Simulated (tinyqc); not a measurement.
# Reset of a mushroom phase-change cell, hemispherical electro-thermal model: what changes with what

Current spreads from a hemispherical contact of radius r0 into a large dome with constant rho and ka: j = I/(2 pi r^2). With s = r0/r the steady rise is T - T0 = c (b s - s^2), c = I^2 rho/(8 pi^2 ka r0^2). The heat lost through the heater, (T(r0) - T0)/Rh, fixes b = (2 + g)/(1 + g), g = 1/(2 pi ka r0 Rh).

Inputs (values chosen for the exercise); values of the order of Ge-Sb-Te and related chalcogenides: ambient temperature T0 = 300 K; melting point Tm = 894 K; radius of the heater contact r0 = 37 nm; resistivity of the hot chalcogenide rho = 7 mohm cm; its thermal conductivity ka = 1.45 W/(m K); thermal resistance of the path through the heater Rh = 40 K/uW.

Each table varies one quantity; the others keep the values above.

## Amorphous thickness against current

The peak lies at s = b/2 with the rise c b^2/4; melting starts at the current where that equals Tm - T0, and the molten shell spans the roots of s^2 - b s + (Tm - T0)/c = 0 (s at most 1). Electrical resistance rho/(2 pi r0).

Amorphous thickness against current:
```
I (uA),peak T (K),T at the contact (K),thickness of the melt (nm),power (uW)
1200,899.5,898.7,5.380,433.6
1230,929.8,929.0,13.33,455.5
1270,971.5,970.6,21.04,485.7
1330,1036,1035,31.41,532.6
1400,1116,1115,43.10,590.2
1500,1237,1236,59.99,677.5
1610,1379,1378,79.30,780.5
1750,1575,1573,105.4,922.1
```

Read the table: what changes, and by how much?

The thickness rises from 5.38 to 105 nm; it opens as the square root of I - Im just above the melting current of 1190 uA. The contact itself melts from I = 1200 uA on among the rows.

## Scaling of the melting current

Same model as above.

Rh is scaled as 1/r0, as for an isotropic shrink, in the last two columns and held fixed in the first two.

Scaling of the melting current:
```
r0 (nm),Im (uA),Im/(2 pi r0^2) (MA/cm^2),Im with Rh = Rh (37 nm/r0) (uA),power there (uW)
5,189.40,120.58,161.42,58.056
8,285.86,71.087,258.27,92.890
12,412.41,45.581,387.40,139.34
17,569.44,31.360,548.82,197.39
24,788.51,21.787,774.80,278.67
33,1069.6,15.632,1065.4,383.17
45,1444.1,11.350,1452.8,522.51
60,1911.9,8.4527,1937.0,696.68
```

What does the comparison show?

With isotropic scaling Im and the power go as r0^(1.00) and r0^(1.00), so the current density grows as 1/r0 and the voltage stays fixed. With Rh held, Im goes as r0^(0.93) over the table, as the heater path weighs more for a small contact. For r0 = 5, 8 boundary thermal resistance, left out here, would dominate.

Range of the model: Constant properties, no latent heat, thermoelectric terms, boundary resistance or heating in the heater itself.

tinyqc, about 0.01 s, one thread, Intel Xeon 2.30GHz (shared host): `OMP_NUM_THREADS=1 python tinyqc.py 2490057 2490058 out.jsonl`
